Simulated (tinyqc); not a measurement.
What moves the results: phonon-assisted absorption at an indirect gap. A value that a table varies takes the place of the one given here.

alpha(E) = sum_j A_j [N_j (E - Eg + w_j)^2 + (N_j + 1)(E - Eg - w_j)^2], each bracket counted only where its base is positive; N_j = 1/(exp(w_j/kB T) - 1). The first term absorbs a phonon and the second emits one; excitons and direct transitions are left out.

Photodiode (Gaertner form with a dead layer): QE = (1 - R) exp(-alpha xj) [1 - exp(-alpha W)/(1 + alpha L)], R = ((nr - 1)/(nr + 1))^2; responsivity = QE/E in A/W for E in eV.

Constants: kB = 8.617333262e-05 eV/K.

Inputs chosen for the exercise (loosely those of Si at room temperature; Eg is not tied to T; the results hold for these values, not for the real material):
```
symbol  value         unit         meaning
Eg      1.123         eV           indirect gap, held fixed unless listed
w       (57.3, 17.5)  meV          two zone-edge phonons
A       (2700, 180)   1/(cm eV^2)  their strengths
T       500           K
nr      3.59                       refractive index
xj      0.22          micrometre   dead layer at the surface
W       2.5           micrometre   depleted width
L       31            micrometre   minority diffusion length below it
E       1.313         eV           photon energy
```

## The square root of alpha at three temperatures

The gap is held fixed, so only the phonon occupations change.

sqrt(alpha) (1/cm^(1/2)):
```
E - Eg (eV)     4 K   300 K   450 K
-0.04         0.000   0.314   0.489
-0.02         0.000   0.678   1.054
0.00          0.000   1.068   1.648
0.02          0.034   1.496   2.284
0.04          0.302   1.982   2.975
0.07          0.965   2.876   4.157
0.10          2.480   4.331   5.819
0.15          5.134   7.203   9.051
0.20          7.809  10.225  12.471
0.30         13.168  16.389  19.476
0.45         21.214  25.718  30.109
0.60         29.262  35.075  40.788
```

Below the gap only phonon absorption acts: at E - Eg = -0.02 eV sqrt(alpha) is 0.000, 0.678 and 1.054 at 4, 300 and 450 K. A straight line through the last two rows meets the axis at E - Eg = +0.0546, +0.0377 and +0.0271 eV: the intercept is roughly a weighted mean of the thresholds, not the gap, and it moves from the emission side towards Eg as the occupations grow. At the last row alpha grows by a factor 1.94 from the lowest to the highest temperature at fixed gap.

## Spectral response

Response:
```
E (eV)  wavelength (nm)  alpha (1/cm)  1/alpha (micrometre)  dead layer  collected     QE    A/W
1.14               1088          5.79              1.73e+03       1.000      0.019  0.013  0.011
1.18               1051          15.5                   644       1.000      0.050  0.034  0.029
1.24               1000          54.4                   184       0.999      0.156  0.106  0.086
1.32                939           168                  59.4       0.996      0.370  0.251  0.190
1.42                873           410                  24.4       0.991      0.603  0.407  0.287
1.57                790           981                  10.2       0.979      0.806  0.538  0.343
1.77                700      2.13e+03                  4.69       0.954      0.923  0.600  0.339
2.02                614      4.19e+03                  2.39       0.912      0.975  0.606  0.300
2.32                534      7.58e+03                  1.32       0.846      0.994  0.573  0.247
2.72                456      1.36e+04                 0.733       0.741      0.999  0.504  0.185
```

QE is highest, 0.606, at 2.02 eV of those listed and the responsivity at 1.57 eV; reflection alone caps QE at 0.682. Near the gap weak absorption limits it (collected share 0.019); at the top the dead layer passes 0.741. Far above the gap the quadratic law and a constant index are only rough.

## What moves the response

At the energy E. Each row changes one parameter from the base and keeps the others.

Results:
```
case                  alpha (1/cm)      QE
base                         155.5  0.2385
Eg = 1.103 eV                193.6  0.2746
T = 550 K                    172.7  0.2555
W = 5 micrometre             155.5  0.2553
L = 15.5 micrometre          155.5  0.1528
xj = 0.44 micrometre         155.5  0.2376
nr = 3.77                    155.5  0.2319
```

The largest shifts from the base row, up to three for each result and ties (the steps differ in size, so this ranks the rows, not the parameters). alpha (1/cm): Eg +38.0, T +17.2; unchanged at the printed digits by W, L, xj and nr. QE: L -0.0856, Eg +0.0361, T +0.0170.

Program tinyqc; command `OMP_NUM_THREADS=1 python tinyqc.py 1651330 1651331 out.jsonl`; about 0.01 s on one thread of a shared Intel(R) Xeon(R) Processor @ 2.30GHz.
